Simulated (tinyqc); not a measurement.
Hot electrons in a saturated n-channel MOSFET, lucky-electron model: one step of the calculation.

Beyond pinch-off the lateral field grows as Esat cosh(y/l) over the velocity-saturated region (pseudo-two-dimensional model). Impact ionisation in this region gives the substrate current, which biases the body forward through Rsub. Currents are per width. Local-field laws: they overstate ionisation when the field peak is narrower than an energy relaxation length.

Question. Body bias from the substrate current. Cox = 3.9 eps0/tox. Overdrive g = Vg - VT + kb Vb; Vdsat = g Esat L/(g + Esat L); Id = Cox vs (g - Vdsat); dV = Vd - Id Rd - Vdsat; Em = sqrt((dV/l)^2 + Esat^2); Isub = Id (Ai/Bi) l Em exp(-Bi/Em). Vb(new) = Rsub Isub.

Values chosen for this exercise; values close to those of silicon n-channel devices: channel length L = 0.18 um; oxide thickness tox = 4.3 nm; threshold VT = 0.64 V; saturation velocity vs = 7.7e6 cm/s; ionisation prefactor Ai = 2e6 1/cm; ionisation field Bi = 1.8 MV/cm; resistance of the lightly doped drain Rd = 0 ohm um; substrate resistance Rsub = 28000 ohm um; fall of VT per volt of forward body bias kb = 0.48; drain voltage Vd = 1.7 V; gate voltage Vg = 1.2 V.

Constants: eps0 = 8.8541878128e-14 F/cm where lengths are in cm. Results are converted to the units shown.

Vb at the start = 0 V
l = 25.899807 nm
Esat = 0.048125000 MV/cm

Wanted: Vdsat; Id; dV; Em; Isub; Vb after iteration 1.

Answer.

Vdsat = 0.3401 V
Id = 136.0 uA/um
dV = 1.360 V
Em = 0.5273 MV/cm
Isub = 6.790 uA/um
Vb after iteration 1 = 0.1901 V

Program tinyqc, `OMP_NUM_THREADS=1 python tinyqc.py 2550155 2550156 out.jsonl`; Intel Xeon 2.30GHz, shared host, one thread, about 0.01 s.
